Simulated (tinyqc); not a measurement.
Domain walls in a thin film with perpendicular anisotropy: Bloch, Neel and chiral walls, motion and stripe domains: one step, computed by the program tinyqc. Command: `OMP_NUM_THREADS=1 python tinyqc.py 3015066 3015067 out.jsonl mwall walk`. One thread of a shared host (Intel(R) Xeon(R) Processor @ 2.30GHz), about 0.01 s of CPU time with the checks.

One-dimensional wall: polar angle theta(x), azimuth phi of the moment in the wall (phi = 0 Neel, 90 degrees Bloch). mu_0 = 1.25663706212e-6 T m/A, gamma = 1.76085963023e11 rad/(s T).

Question. Velocity under current. Spin-orbit drive: B_SL = hbar theta_SH J/(2 e M_s t) acts as the field (pi/2) B_SL cos(phi). Steady state: v = (gamma Delta/alpha)(pi/2) B_SL cos(phi) = gamma Delta [B_D sin(phi) - (B_K/2) sin(2 phi)], B_K = 2 K_D/M_s, B_D = pi D/(2 M_s Delta); the root with phi between its rest value and 90 degrees; v saturates at v_D = gamma Delta B_D.

Inputs (values chosen for the exercise, for a model film):
```
quantity,value,unit
saturation magnetisation M_s,726,kA/m
DMI constant D,0.68,mJ/m^2
thickness t,2.2,nm
damping alpha,0.038,-
current density J,0.64,1e12 A/m^2
spin Hall angle theta_SH,0.32,-
```

Drive: spin-orbit torque.

K_D = 17.16468 kJ/m^3

width parameter Delta = 9.365172 nm

azimuth phi = 0 degrees

Constants: hbar = 1.054571817e-34 J s; e = 1.602176634e-19 C.

Give: B_SL; azimuth in motion; velocity; saturation velocity v_D.

Answer.

B_SL = 42.20 mT

azimuth in motion = 84.99 degrees

velocity = 251.3 m/s

saturation velocity v_D = 259.1 m/s

v is 97 % of v_D: the wall has turned towards Bloch, where the torque loses its grip. Caution: pinning, heating and tilting of the wall are left out.
